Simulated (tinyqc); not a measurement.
Heat flow across a film from the phonon Boltzmann equation in the relaxation-time approximation. Changing the share f_2 of kappa. Computed by tinyqc, a small Python program. Command: `OMP_NUM_THREADS=1 python tinyqc.py 3018596 3018597 out.jsonl slabbte sweep`. One thread of a shared host (Intel(R) Xeon(R) Processor @ 2.30GHz), about 0.03 s of CPU time with the checks.

Two black walls, hot at x = 0 and cold at x = L, emit phonons isotropically. For one free path Lambda, with tau = x/Lambda, tau_L = L/Lambda and phi = (T - T_cold)/Delta T, energy balance gives phi(tau) = (1/2) [E2(tau) + int_0^tau_L phi(s) E1(|tau - s|) ds]; E_n are the exponential integrals. The flux over the ballistic flux C v Delta T/4 is psi = 1 - 2 int_0^tau_L phi(s) E2(s) ds, and kappa_eff/kappa = (3/4) tau_L psi. kappa = C v Lambda/3 is an input, so at fixed kappa a longer free path means a smaller C v.

Inputs (values chosen for the exercise, modelled on silicon):
```
quantity,value,unit
bulk conductivity kappa,153,W/(m K)
film thickness L,2100,nm
wall temperature difference Delta T,2.9,K
free path Lambda_1,160,nm
free path Lambda_2,1700,nm
```

Free-path groups: two.

Method:
- Cut the film into n equal cells with constant phi, collocated at the centres c_i: the kernel integrates to A_ij = |E2(|c_i - e_j|) - E2(|c_i - e_(j+1)|)|/2 for cell edges e_j, and A_ii = 1 - E2(half a cell); solve (1 - A) phi = E2(c)/2; psi = 1 - 2 sum_j phi_j [E3(e_j) - E3(e_(j+1))].
- Each group is solved on its own with 150 and 300 cells, psi = (4 psi(300) - psi(150))/3, and weighted by its share of kappa (f_1 is what the others leave); exchange of energy between groups inside the film is left out.
- Flux J = kappa_eff Delta T/L; apparent boundary resistance per wall (L/kappa_eff - L/kappa)/2.

One run for each value:
```
share f_2 of kappa,kappa_eff/kappa,apparent resistance per wall (m^2 K/GW),flux J (GW/m^2)
0.02,0.89366,0.8167,0.18882
0.12,0.85007,1.2104,0.17961
0.22,0.80648,1.6468,0.17040
0.32,0.76288,2.1330,0.16119
0.42,0.71929,2.6782,0.15198
0.52,0.67570,3.2937,0.14277
0.62,0.63211,3.9941,0.13356
```

What does the table show, and why?

Over the rows, kappa_eff/kappa falls from 0.894 to 0.632 (exponent d ln y / d ln x -0.028 between the first rows and -0.38 between the last); apparent resistance per wall (m^2 K/GW) rises from 0.817 to 3.99 (exponent d ln y / d ln x 0.22 between the first rows and 1.1 between the last); flux J (GW/m^2) falls from 0.189 to 0.134 (exponent d ln y / d ln x -0.028 between the first rows and -0.38 between the last). Moving conductivity from short to long free paths at fixed kappa makes more of it vulnerable to the walls.
